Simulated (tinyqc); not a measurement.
# Worked calculation: threshold-voltage variability of a planar MOSFET, analytic estimates

Program tinyqc, `OMP_NUM_THREADS=1 python tinyqc.py 2090018 2090019 out.jsonl`; Intel Xeon 2.30GHz, shared host, one thread, about 0.01 s. Printed values are rounded.

Three independent sources add in quadrature: random dopants in the depleted layer, metal-gate grains of two orientations, and roughness of the two gate edges acting through the roll-off VT = VT(long) - Vr exp(-L/l). These are first-order estimates: no three-dimensional electrostatics, no percolation.

Parameters, values chosen for the exercise; material values close to those of silicon:
- T = 300 K (temperature)
- Eg = 1.1 eV (band gap)
- eps_r = 11.5 (relative permittivity of the semiconductor)
- Nc = 2.81e19 cm^-3 (conduction-band density of states at T)
- Nv = 2.6e19 cm^-3 (valence-band density of states at T)
- Na = 1.1e18 cm^-3 (channel doping)
- ti = 2.2 nm (oxide-equivalent thickness in inversion)
- L = 45 nm (gate length)
- W = 160 nm (gate width)
- G = 10 nm (metal grain size)
- dW = 0.2 eV (work-function difference of the two grain orientations)
- p = 0.6 (share of the orientation of higher work function)
- De = 0.8 nm (rms roughness of one gate edge)
- La = 20 nm (correlation length of the roughness)
- l = 9 nm (decay length of the threshold roll-off)
- Vr = 1.1 V (prefactor of the roll-off)
- n = 1.28 (subthreshold factor)
- gI = 15 1/V (gm/I of a matched pair)
- sb = 2.3 % (spread of the gain factor of one device)
- Nb = 65536 (number of cells)
- Y = 0.951 (wanted yield)

Constants: q = 1.602176634e-19 C, kB = 1.380649e-23 J/K, Vt = kB T/q, eps0 = 8.8541878128e-14 F/cm where lengths are in cm. Results are converted to the units shown.

Range of the model: gI s exceeds 0.2, so the linear formula for the current mismatch is only a rough guide.

## Random dopants

ni = sqrt(Nc Nv) exp(-Eg/(2 Vt)), Eg in volts; Cox = 3.9 eps0/ti; Wd = sqrt(4 eps0 eps_r Vt ln(Na/ni)/(q Na)); dopants: s1 = (q/Cox) sqrt(Na Wd/(3 L W)). The slope A1 = s1 sqrt(L W); mean number of dopants Na L W Wd.

Cox = 1.569606 uF/cm^2
Wd = 32.86002 nm
mean number of dopants = 260.2514
A1 = 1.120442 mV um
s1 = 13.20454 mV

Counting alone, 1/sqrt(N) of the depletion voltage q Na Wd/Cox = 369 mV, would give sqrt(3) times more: dopants deep in the layer act less on the surface.

## Metal grains and edge roughness

Grains: Ng = L W/G^2 (at least 1), s2 = dW sqrt(p (1 - p)/Ng). Edges, with exponential correlation and u = W/La: the mean gate length has sL^2 = 2 De^2 (2/u)[1 - (1 - exp(-u))/u]; s3 = sL (Vr/l) exp(-L/l).

Ng = 72
s2 = 11.54701 mV
sL = 0.5291629 nm
dVT/dL = 0.8235269 mV/nm
s3 = 0.4357799 mV

## Total spread, mismatch and leakage

s = sqrt(s1^2 + s2^2 + s3^2). For a pair: s(dVT) = sqrt(2) s; current mismatch sqrt(2) sqrt((gI s)^2 + sb^2); input offset = current mismatch/gI. For a Gaussian VT the off current is log-normal with mean/median = exp(s^2/(2 (n Vt)^2)).

s = 17.54660 mV
s(dVT) = 24.81463 mV
current mismatch = 37.36380 %
input offset = 24.90920 mV
mean/median of Ioff = 1.150950

The dopants give 56.6 % of the variance; without them s would be 11.6 mV. A current mismatch this large is beyond the linear estimate.

## Iteration 1: margin in standard deviations for the wanted yield

k at the start = 2

Cells fail independently with probability Q(k) = erfc(k/sqrt(2))/2 when the margin is k standard deviations, and Y = exp(-Nb Q(k)). phi = exp(-k^2/2)/sqrt(2 pi). Newton steps on ln Q(k) = ln(-ln(Y)/Nb): k(new) = k + [ln Q - ln(-ln(Y)/Nb)] Q/phi.

Q(k) = 0.02275013
phi = 0.05399097
k after iteration 1 = 6.339298

## Iteration 2: margin in standard deviations for the wanted yield

As before.

Q(k) = 1.154070e-10
phi = 7.489942e-10
k after iteration 2 = 4.983174

## Course of the iteration: margin in standard deviations for the wanted yield

Stop when k changes by less than 1e-9, or after 30 iterations.

Course of the iteration:

| iteration | k | \|change\| |
|---|---|---|
| 1 | 6.339298 | 4.34 |
| 2 | 4.983174 | 1.36 |
| 3 | 4.809759 | 0.173 |
| 4 | 4.806855 | 2.90e-3 |
| 5 | 4.806854 | 8.14e-7 |
| 6 | 4.806854 | < 1e-12 |

Converged in 6 iterations. At the end the number of correct digits about doubles with each step. With s(dVT) = 24.8 mV, 4.81 standard deviations are 119 mV.
